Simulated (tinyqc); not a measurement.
Collinear exchange A + BC -> AB + C on a London-Eyring-Polanyi-Sato surface: saddle, string of images and rate: one step, computed by the program tinyqc.

x = r(AB), y = r(BC), r(AC) = x + y. V is counted from separated atoms, the barrier from A + BC, that is V + D(BC).

Task: One point of the surface. For each pair, with u = exp(-beta (r - r0)): Q = D [(3 + S) u^2 - (2 + 6 S) u]/(4 (1 + S)), J = D [(1 + 3 S) u^2 - (6 + 2 S) u]/(4 (1 + S)); V = Q1 + Q2 + Q3 - sqrt(((J1 - J2)^2 + (J2 - J3)^2 + (J3 - J1)^2)/2). Take x = r0(AB) + 0.3 and y = r0(BC) + 0.1 angstrom.

Inputs (values chosen for the exercise, bond data loosely for abstraction of hydrogen from a Ge-H bond by a hydrogen atom; the barrier is not fitted):
```
quantity          value        unit
D(AB)              4.71          eV
r0(AB)            0.742    angstrom
beta(AB)           1.94  1/angstrom
D(BC)              3.69          eV
r0(BC)             1.53    angstrom
beta(BC)           1.45  1/angstrom
D(AC)              3.75          eV
r0(AC)             1.53    angstrom
beta(AC)           1.45  1/angstrom
Sato parameter S    0.2           -
```

Give: the table «Pair terms» with the columns u, Q (eV), J (eV), for pair = AB, BC, AC; V.

Result:

Pair terms:
```
pair        u    Q (eV)   J (eV)
AB    0.55878  -0.77415  -3.0189
BC    0.86502  -0.28723  -3.3355
AC    0.19092  -0.38617  -0.9090
```

V = -3.7323 eV
